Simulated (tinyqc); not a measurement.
Single-photon avalanche diode, trigger probability and counting: one step of the calculation.

A multiplication layer of width W with the uniform field V/W; alpha = an exp(-bn/E) for electrons, beta = ap exp(-bp/E) for holes (local model, no dead space). a = alpha W, b = beta W. Electrons enter at x = 0, holes at x = W. P0 is the probability that an electron entering at 0 starts a lasting avalanche, PW the same for a hole entering at W.

Question. Detection, dark counts, afterpulses and dead-time loss. Pm is the mean trigger probability of pairs made evenly in the layer. PDP = eta P0; dark counts Gd Pm; avalanche charge Cd Vx/q; afterpulse probability pa (Cd Vx/q) exp(-td/tt) Pm; true rate n = nph PDP + dark counts; measured n/(1 + n td) (non-paralysable) or n exp(-n td) (paralysable); recharge time Rq Cd.

Parameters, values chosen for the exercise; ionisation coefficients close to those of silicon: excess bias Vx = 3.8 V; probability that a photon makes a pair that enters the layer eta = 0.3; thermal generation rate in the layer Gd = 140 1/s; dead time td = 10 ns; diode capacitance Cd = 31 fF; quench resistance Rq = 500 kohm; trapping probability per avalanche carrier pa = 1.5e-8; trap release time tt = 17 ns; photon rate nph = 8.6e5 1/s.

Constants: q = 1.602176634e-19 C. Results are converted to the units shown.

P0 = 0.75995496
Pm = 0.53383514

Find: PDP; dark counts; avalanche charge; afterpulse probability; true rate; measured, non-paralysable; measured, paralysable; recharge time.

Answer.

PDP = 0.22799
dark counts = 74.737 1/s
avalanche charge = 7.3525e5 electrons
afterpulse probability = 0.32694 %
true rate = 1.9614e5 1/s
measured, non-paralysable = 1.9576e5 1/s
measured, paralysable = 1.9576e5 1/s
recharge time = 15.500 ns

Dead time hides 0.20 % of the events in the first model and 0.20 % in the second.

Program tinyqc, `OMP_NUM_THREADS=1 python tinyqc.py 2630113 2630114 out.jsonl`; Intel Xeon 2.30GHz, shared host, one thread, about 0.01 s.
